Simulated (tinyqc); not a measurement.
Conductance against temperature: phonon transmission through an interface between two chains by Green functions. Computed by tinyqc, a small Python program. Command: `OMP_NUM_THREADS=1 python tinyqc.py 3001729 3001730 out.jsonl agf walk`. One thread of a shared host (Intel(R) Xeon(R) Processor @ 2.30GHz), about 0.01 s of CPU time with the checks.

Two semi-infinite chains (masses m_1, m_2; springs k_1, k_2), motion along the chain. The central region holds the end atom of each chain and two interlayer atoms of mass m_b, joined by springs k_b. lambda = omega^2 in eV/(angstrom^2 u); nu = 15.6333042 THz x sqrt(lambda).

Inputs (values chosen for the exercise, for two model chains):
```
quantity,value,unit
mass m_1,30.4,u
spring k_1,12.8,eV/angstrom^2
mass m_2,36.5,u
spring k_2,11.9,eV/angstrom^2
junction spring k_b,1.7,eV/angstrom^2
interlayer mass m_b,72.3,u
probe frequency / lower band top,0.61,-
```

Atoms in the interlayer: two.

Constants: nu for 1 eV/(angstrom^2 u) = 15.6333042 THz; h x 1 THz = 4.135667696 meV; k_B = 8.617333262e-05 eV/K; k_B = 1.380649e-23 J/K; h = 6.62607015e-34 J s.

Method:
- nu_max = 15.6333042 THz x 2 sqrt(k/m); impedance Z = sqrt(k m); long-wave transmission 4 Z_1 Z_2/(Z_1 + Z_2)^2; the probe frequency is the given share of the lower band top.
- In chain i, sin(q_i a/2) = nu/nu_max,i. An outgoing wave makes the next atom move as exp(i q_i a) times the end atom, so the lead adds the self-energy Sigma_i = -k_i exp(i q_i a) to the force-constant matrix; Gamma_i = -2 Im Sigma_i = 2 k_i sin(q_i a).
- A = lambda M - K - Sigma over the central atoms, with K_ii the sum of the springs at i, K_(i,i+1) = -k_b; G = inverse of A; transmission = Gamma_1 Gamma_2 |G_(first,last)|^2.
- Landauer conductance G = k_B int tau(nu) x^2 e^x/(e^x - 1)^2 d nu, x = h nu/(k_B T), from 0 to the lower band top (240 Gauss-Legendre points in s from 0 to 1, nu = nu_top sin(pi s/2)); tau is the transmission, and its thermal mean is G over the value for tau = 1 in the same window; the quantum is g_0 = pi^2 k_B^2 T/(3 h).

band top of chain 1 = 20.2885 THz

band top of chain 2 = 17.8529 THz

Conductance:
```
T (K),G (pW/K),mean transmission,G/g_0,G for transmission 1 (pW/K)
1,0.94334,0.99673,0.99673,0.94643
5,4.5015,0.95126,0.95126,4.7322
20,15.633,0.82587,0.82587,18.929
50,32.179,0.68002,0.68002,47.321
100,41.273,0.43844,0.43609,94.137
200,44.675,0.26899,0.23602,166.09
400,45.633,0.20847,0.12054,218.90
800,45.881,0.19205,0.060597,238.89
```

What does the comparison show, and why?

At 1 K G/g_0 = 0.997; as T goes to 0 it tends to the long-wave transmission, where only the impedances count. Towards high T all modes count more and more alike; at 800 K G is 45.9 pW/K and the mean transmission is 0.192, which is well below the low-T value.
